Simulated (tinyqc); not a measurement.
## One-sided p+-n junction, ionisation integral and breakdown: effect of the drift doping

A p+ layer at x < 0 and an n drift layer from x = 0. Depletion approximation, built-in voltage neglected. Local ionisation coefficients alpha_n = an exp(-(bn/E)^mx), alpha_p = ap exp(-(bp/E)^mx). Electrons move towards +x, holes towards x = 0.

W = sqrt(2 eps0 eps_r V/(q N)), peak field E0 = q N W/(eps0 eps_r), falling linearly to 0 at W. G(x) = integral from 0 to x of (alpha_n - alpha_p); I_n = integral of alpha_n exp(-G) (electrons injected at x = 0), I_p = integral of alpha_p exp(G(end) - G) (holes injected at the far edge); M = 1/(1 - I). Integrals on a fine grid; BV is where I_n = 1. Specific on-resistance Ron = W/(q mu N) with constant mobility and full ionisation.

Parameters, values chosen for the exercise; material values close to those of silicon:
```
symbol   value        unit                                           meaning
eps_r     11.6                                         relative permittivity
an      6.73e5        1/cm  prefactor of the electron ionisation coefficient
bn      1.27e6        V/cm                      field constant for electrons
ap       1.6e6        1/cm      prefactor of the hole ionisation coefficient
bp      2.14e6        V/cm                          field constant for holes
mx           1                                                      exponent
mu        1370  cm^2/(V s)              electron mobility of the drift layer
```

Constants: q = 1.602176634e-19 C, eps0 = 8.8541878128e-14 F/cm where lengths are in cm. Results are converted to the units shown.

Result of one run:

| N (cm^-3) | BV (V) | E0 at BV (kV/cm) | W at BV (um) | Ron (mohm cm^2) | BV^2/Ron (MW/cm^2) | eps0 eps_r mu E0^3/4 (MW/cm^2) |
|---|---|---|---|---|---|---|
| 1.1e15 | 252 | 294 | 17.1 | 7.09 | 8.92 | 8.92 |

What becomes of these results when the donor density of the drift layer N is changed from 1.1e15 to 1e17 cm^-3, all else the same?

Result of the changed run:

| N (cm^-3) | BV (V) | E0 at BV (kV/cm) | W at BV (um) | Ron (mohm cm^2) | BV^2/Ron (MW/cm^2) | eps0 eps_r mu E0^3/4 (MW/cm^2) |
|---|---|---|---|---|---|---|
| 1e17 | 14.9 | 681 | 0.436 | 0.00199 | 111 | 111 |

The whole series:

| N (cm^-3) | BV (V) | E0 at BV (kV/cm) | W at BV (um) | Ron (mohm cm^2) | BV^2/Ron (MW/cm^2) | eps0 eps_r mu E0^3/4 (MW/cm^2) |
|---|---|---|---|---|---|---|
| 1.1e15 | 252 | 294 | 17.1 | 7.09 | 8.92 | 8.92 |
| 2.1e15 | 159 | 323 | 9.87 | 2.14 | 11.9 | 11.9 |
| 4e15 | 103 | 358 | 5.73 | 0.653 | 16.1 | 16.1 |
| 7.7e15 | 66.5 | 400 | 3.33 | 0.197 | 22.5 | 22.5 |
| 1.5e16 | 43.5 | 451 | 1.93 | 0.0586 | 32.4 | 32.4 |
| 2.8e16 | 29.9 | 511 | 1.17 | 0.0190 | 46.9 | 46.9 |
| 5.4e16 | 20.6 | 589 | 0.699 | 0.00590 | 71.8 | 71.8 |
| 1e17 | 14.9 | 681 | 0.436 | 0.00199 | 111 | 111 |

BV falls from 252 to 14.9 V while the critical field rises from 294 to 681 kV/cm. BV goes as N^(-0.71) between the first two rows and N^(-0.53) between the last two (a coefficient proportional to E^7 gives -0.75 without punch-through). Ron goes as BV^(2.89) over the table; the last two columns agree since BV = E0 W/2 and N = eps0 eps_r E0/(q W). For N = 5.4e16, 1e17 the layer is under 0.5 um wide or BV under 28 V, so dead space, tunnelling and the built-in voltage, all left out, matter.

Computed by the program tinyqc: `OMP_NUM_THREADS=1 python tinyqc.py 2120016 2120017 out.jsonl`, one thread of a shared Intel Xeon 2.30GHz, about 0.04 s for the whole run.
